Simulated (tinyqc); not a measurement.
Three ways to the same curve: density of states of one tight-binding band on the simple cubic lattice.

E(k) = -2 t (c1 + c2 + c3) - 4 t2 (c1 c2 + c2 c3 + c3 c1) with ci = cos(2 pi ki); k in fractions of the reciprocal vectors, mesh k_i = j/N with j = 0 .. N-1. Densities are per cell and per spin, so the band holds one state.

Each cube of the mesh, corners numbered 0 to 7 as the binary number (i j l), is cut into six tetrahedra around the diagonal 0-7: 0137, 0157, 0237, 0267, 0457, 0467. For corner energies e1 <= e2 <= e3 <= e4 and eij = ei - ej, the share of the tetrahedron below E is n = (E - e1)^3/(e21 e31 e41) for e1 < E < e2; n = [e21^2 + 3 e21 x + 3 x^2 - (e31 + e42) x^3/(e32 e42)]/(e31 e41) with x = E - e2 for e2 < E < e3; n = 1 - (e4 - E)^3/(e41 e42 e43) for e3 < E < e4; its density of states is g = dn/dE.

Gaussian broadening: g(E) = mean over the mesh of exp(-(E - E_k)^2/(2 sigma^2))/(sigma sqrt(2 pi)), n(E) = mean of erfc((E_k - E)/(sigma sqrt 2))/2.

Inputs chosen for the exercise: t = 1.02 eV (nearest hopping); t2 = 0.01 eV (second hopping); N2 = 10 (mesh points along each axis in this comparison); sigma = 0.204 eV (Gaussian width).

N = N2 here; the reference is the linear method with N = 36.

g(E) (1/eV):
```
E (eV)  reference  linear tetrahedra  Gaussian, sigma  Gaussian, sigma/4  reference n(E)
-5.127      0.028              0.025            0.024              0.010           0.019
-4.014      0.048              0.047            0.056              0.145           0.062
-2.901      0.076              0.076            0.109              0.151           0.129
-1.788      0.141              0.147            0.189              0.014           0.246
-0.676      0.140              0.146            0.211              0.305           0.402
0.437       0.141              0.144            0.181              0.157           0.558
1.550       0.142              0.145            0.162              0.057           0.715
2.663       0.089              0.088            0.089              0.188           0.853
3.775       0.055              0.053            0.047              0.018           0.930
4.888       0.032              0.029            0.027              0.060           0.978
```

How do the results move, and what explains it?

Root-mean-square errors against the reference: 0.0035 for linear tetrahedra, 0.0325 for sigma and 0.0883 for sigma/4. The narrow Gaussian is worse than the wide one, because it resolves the separate mesh levels. The reference is highest at 1.550 eV of the energies listed, and half filling lies between -0.676 and 0.437 eV.

Program tinyqc; command `OMP_NUM_THREADS=1 python tinyqc.py 1650941 1650942 out.jsonl`; about 0.3 s on one thread of a shared Intel(R) Xeon(R) Processor @ 2.30GHz.
